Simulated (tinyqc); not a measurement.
Ion implantation: universal nuclear stopping, Lindhard-Scharff electronic stopping and a Gaussian range profile. Changing the ion energy E. Computed by tinyqc, a small Python program. Command: `OMP_NUM_THREADS=1 python tinyqc.py 3029548 3029549 out.jsonl implant sweep`. One thread of a shared host (Intel(R) Xeon(R) Processor @ 2.30GHz), about 0.2 s of CPU time with the checks.

An ion slows by elastic collisions with screened nuclei and by friction with electrons; channelling is ignored and the target is uniform.

Inputs (values chosen for the exercise, modelled on nitrogen ions in aluminium): ion atomic number Z1 = 7; ion mass M1 = 14 u; target atomic number Z2 = 13; target mass M2 = 26.98 u; target density N = 60.2 1/nm^3; scale factor of electronic stopping k = 1.2; dose Q = 3.9e+14 1/cm^2; background C_B = 1.3e+15 1/cm^3; displacement energy E_d = 25 eV.

Method:
- Reduced energy eps = 32.53 M2 E/(Z1 Z2 (M1 + M2)(Z1^0.23 + Z2^0.23)), E in keV; s_n = ln(1 + 1.1383 eps)/(2 (eps + 0.01321 eps^0.21226 + 0.19593 eps^0.5)) for eps up to 30 and ln(eps)/(2 eps) above; S_n = 8.462 Z1 Z2 M1 s_n/((M1 + M2)(Z1^0.23 + Z2^0.23)) in 1e-15 eV cm^2.
- S_e = k 3.83 Z1^(7/6) Z2/(Z1^(2/3) + Z2^(2/3))^(3/2) sqrt(E/M1) in 1e-15 eV cm^2, E in keV.
- Path length R = int_0^E dE'/(N (S_n + S_e)); energy lost to nuclei nu = int_0^E S_n/(S_n + S_e) dE' (both with E' = E y^3 and 64 Gauss-Legendre points in y).
- Estimates of Lindhard type: R_p = R/(1 + M2/(3 M1)), straggle dR_p = (2/3) R_p sqrt(M1 M2)/(M1 + M2).
- C(x) = C_p exp(-(x - R_p)^2/(2 dR_p^2)) with C_p = Q/(sqrt(2 pi) dR_p), 1 nm = 1e-7 cm; the profile falls to the background at x_j = R_p + dR_p sqrt(2 ln(C_p/C_B)); the peak atomic fraction is C_p/N.
- Kinchin-Pease count with efficiency 0.8: N_d = 0.8 nu/(2 E_d), taking all of nu as damage energy (an upper estimate, as recoils also lose energy to electrons). Spread over a depth R_p + dR_p, displacements per atom = Q N_d/(N (R_p + dR_p)).

One run for each value; columns: (1) ion energy E (keV); (2) projected range R_p (nm); (3) peak concentration C_p (1/cm^3); (4) energy lost to nuclei nu (keV); (5) depth x_j where C falls to C_B (nm); (6) displacements per atom:
```
(1)     (2)         (3)     (4)     (5)      (6)
2      8.96  5.4941e+20   1.621    23.4  0.14252
4     14.50  3.3930e+20   3.098    37.4  0.16822
8     24.42  2.0148e+20   5.774    62.2  0.18618
16    42.61  1.1550e+20  10.342   106.9  0.19116
32    75.94  6.4801e+19  17.445   187.6  0.18092
63   133.29  3.6919e+19  26.935   324.1  0.15914
130  236.34  2.0822e+19  39.021   565.2  0.13003
250  381.49  1.2899e+19  50.416   899.0  0.10408
500  609.01  8.0803e+18  61.830  1413.8  0.07996
```

Over the rows, projected range R_p (nm) rises from 8.96 to 609 (exponent d ln y / d ln x between 0.67 and 0.83); peak concentration C_p (1/cm^3) falls from 5.49e20 to 8.08e18 (exponent d ln y / d ln x between -0.83 and -0.67); energy lost to nuclei nu (keV) rises from 1.62 to 61.8 (exponent d ln y / d ln x 0.93 between the first rows and 0.29 between the last). The share of energy given to nuclei falls from 0.81 to 0.12 as electronic stopping grows. C_p is inverse to the straggle, which these estimates tie to R_p.

Caution (rows 32.0, 63.0, 130, 250, 500): the estimates of R_p and dR_p assume mainly nuclear stopping and an ion not much lighter than the target; here they are rough, and for light ions in heavy targets the straggle can be low by a factor of two or more.

Extremes, crossings and ranges named in words are read from the listed rows.
